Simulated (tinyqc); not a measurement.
Donor binding, ionisation and the Mott limit: two steps of the calculation.

Hydrogenic donor: Ry = (m0 q^3/(8 eps0^2 h^2)) me/eps_r^2 in eV, E0 = cc Ry, radius a = q/(8 pi eps0 eps_r E0), Mott density Nm = (0.26/a)^3. Below Nm the level sinks as Ed = E0 [1 - (N/Nm)^(1/3)]. Neutrality: Nc F12(eta) = N/(1 + 2 exp(eta + Ed/kB T)), F12(x) = (2/sqrt(pi)) int_0^infinity sqrt(u)/(1 + exp(u - x)) du.

Inputs (values chosen for the exercise); band and dielectric values those of a made-up semiconductor: temperature T = 100 K; relative permittivity eps_r = 19.7; mass in the hydrogenic formula, set independently of Nc me = 0.0986 m0; conduction-band density of states at 100 K Nc = 2.17e18 cm^-3; ratio of the true binding energy to the hydrogenic one cc = 1.9; donor density N = 5e16 cm^-3.

Constants: q = 1.602176634e-19 C, kB = 1.380649e-23 J/K, eps0 = 8.8541878128e-12 F/m, h = 6.62607015e-34 J s, m0 = 9.1093837015e-31 kg, Vt = kB T/q. Results are converted to the units shown.

Problem 1. Binding energy, radius and Mott density. The mean spacing of the donors is N^(-1/3).

Give: Ry; E0; a; Nm; spacing over a; Ed.

Solution 1.

Ry = 3.457 meV
E0 = 6.568 meV
a = 5.565 nm
Nm = 1.020e17 cm^-3
spacing over a = 4.878
Ed = 1.389 meV

Problem 2. Ionisation. Solve the neutrality equation for eta. Boltzmann form: with k = (Nc/2) exp(-Ed/kB T) the ionised share is [-k + sqrt(k^2 + 4 k N)]/(2 N).

Ed = 1.3892632 meV

Find: eta; ionised share; n; ionised share, Boltzmann form.

Solution 2.

eta = -3.8133
ionised share = 95.068 %
n = 4.7534e16 cm^-3
ionised share, Boltzmann form = 95.103 %

With the level held at E0 the share would be 91.6 %.

Range of the model: A sharp level with degeneracy 2 overstates freeze-out near Nm, where the impurity band broadens and merges with the conduction band.

Numbers from tinyqc (`OMP_NUM_THREADS=1 python tinyqc.py 2330077 2330078 out.jsonl`; about 0.01 s on one thread of a shared Intel Xeon 2.30GHz).
